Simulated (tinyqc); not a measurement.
Implant damage, amorphisation by cascade overlap, and solid-phase epitaxial regrowth: one step, computed by the program tinyqc. Command: `OMP_NUM_THREADS=1 python tinyqc.py 3111611 3111612 out.jsonl sper walk`. One thread of a shared host (Intel(R) Xeon(R) Processor @ 2.30GHz), about 0.01 s of CPU time with the checks.

Range and width of the damage are inputs. Dynamic annealing enters only through the surviving share f.

Problem. Overlap model. Gibbons model: a point turns amorphous after n + 1 hits; with y = A_i Q the amorphous share is 1 - exp(-y) sum_(k=0..n) y^k/k!. Doses are set by y.

Inputs (values chosen for the exercise, modelled on indium ions in germanium): overlaps needed n = 3; area amorphised by one track A_i = 0.55 nm^2.

Give: the table «Amorphous share» with the columns Q (1/cm^2), direct impact (n = 0), given n, for y = 0.1, 0.3, 0.6, 1.0, 2.0, 3.0, 5.0, 8.0.

Solution.

Amorphous share:
```
y    Q (1/cm^2)  direct impact (n = 0)    given n
0.1   1.818e+13                 0.0952  3.847e-06
0.3   5.455e+13                 0.2592  2.658e-04
0.6   1.091e+14                 0.4512  3.358e-03
1.0   1.818e+14                 0.6321  1.899e-02
2.0   3.636e+14                 0.8647  1.429e-01
3.0   5.455e+14                 0.9502  3.528e-01
5.0   9.091e+14                 0.9933  7.350e-01
8.0   1.455e+15                 0.9997  9.576e-01
```

At small y the share grows as y^4; between the first rows the exponent is 3.86.
